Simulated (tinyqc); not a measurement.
# p-n diode with diffusion and depletion-layer recombination: effect of the temperature

Abrupt junction in the depletion approximation, low injection, full ionisation, neutral widths fixed, ohmic contact on the p side. Vj is the junction voltage; where a series resistance Rs is given, V = Vj + J Rs is the terminal voltage.

Nc and Nv are given at 450 K and scale as (T/450 K)^1.5; Eg, mobilities and lifetimes are held fixed. ni = sqrt(Nc Nv) exp(-Eg/(2 Vt)), Eg in volts; D = mu Vt; Ln = sqrt(Dn tn), Lp = sqrt(Dp tp); J0n = q ni^2 Dn coth(wp/Ln)/(Ln Na); J0p = (q ni^2 Dp/(Lp Nd)) (s + tanh(wn/Lp))/(1 + s tanh(wn/Lp)), s = Sp Lp/Dp. J_diff = (J0n + J0p)(exp(Vj/Vt) - 1). Vbi = Vt ln(Na Nd/ni^2), W = sqrt(2 eps0 eps_r (Vbi - Vj)(1/Na + 1/Nd)/q), xp = W Nd/(Na + Nd), xn = W Na/(Na + Nd); u(x) = q Na (x + xp)^2/(2 eps0 eps_r) for x < 0 and Vbi - Vj - q Nd (xn - x)^2/(2 eps0 eps_r) for x > 0; p = Na exp(-u/Vt), n = Nd exp((u - Vbi + Vj)/Vt); U = ni^2 (exp(Vj/Vt) - 1)/(tp (n + ni exp(Et/Vt)) + tn (p + ni exp(-Et/Vt))); J_scr = q times the integral of U from -xp to xn. J = J_diff + J_scr.

Values chosen for this exercise; band and dielectric values close to those of silicon: band gap Eg = 1.1 eV; relative permittivity eps_r = 11.6; conduction-band density of states at the reference temperature Nc = 5.22e19 cm^-3; valence-band density of states at the reference temperature Nv = 4.78e19 cm^-3; acceptor density Na = 1.7e16 cm^-3; donor density Nd = 3.5e16 cm^-3; electron mobility in the p side mun = 1000 cm^2/(V s); hole mobility in the n side mup = 390 cm^2/(V s); electron lifetime tn = 1e-8 s; hole lifetime tp = 8e-8 s; neutral width of the p side wp = 0.65 um; neutral width of the n side wn = 2.6 um; recombination velocity at the n contact Sp = 9e5 cm/s; trap level above the intrinsic level Et = 0 eV; junction voltage at which recombination is evaluated Vj = 0.24 V.

Constants: q = 1.602176634e-19 C, kB = 1.380649e-23 J/K, Vt = kB T/q, eps0 = 8.8541878128e-14 F/cm where lengths are in cm. Results are converted to the units shown.

Effect of the temperature:
```
T (K)  J0n (A/cm^2)  J0p (A/cm^2)  J_diff (A/cm^2)  J_scr (A/cm^2)  J_scr/J (%)   wn/Lp
220       5.107e-17     2.421e-18        1.684e-11        1.059e-8        99.84  0.3381
260       7.493e-13     3.516e-14         3.521e-8        5.617e-7        94.10  0.3110
300       9.244e-10     4.300e-11         1.041e-5        1.122e-5        51.87  0.2895
340        2.275e-7      1.050e-8         8.590e-4        1.198e-4        12.24  0.2719
380        1.846e-5      8.458e-7          0.02941        8.450e-4        2.793  0.2572
420        6.752e-4      3.071e-5           0.5346        0.004456       0.8266  0.2447
460         0.01365      6.166e-4            6.064         0.01842       0.3029  0.2338
```

Read the table: what changes, and by how much?

As T goes from 220 to 460, J0p rises from 2.42e-18 to 6.17e-4 A/cm^2, J_scr rises from 1.06e-8 to 0.0184 A/cm^2 and its share falls from 99.8 to 0.303 %. Activation energies -d ln J/d(1/kB T) over the table: 0.967 eV for J_diff (compare Eg - Vj = 0.860 eV, raised by the power-law prefactors) and 0.522 eV for J_scr.

Computed by the program tinyqc: `OMP_NUM_THREADS=1 python tinyqc.py 2260131 2260132 out.jsonl`, one thread of a shared Intel Xeon 2.30GHz, about 0.01 s for the whole run.
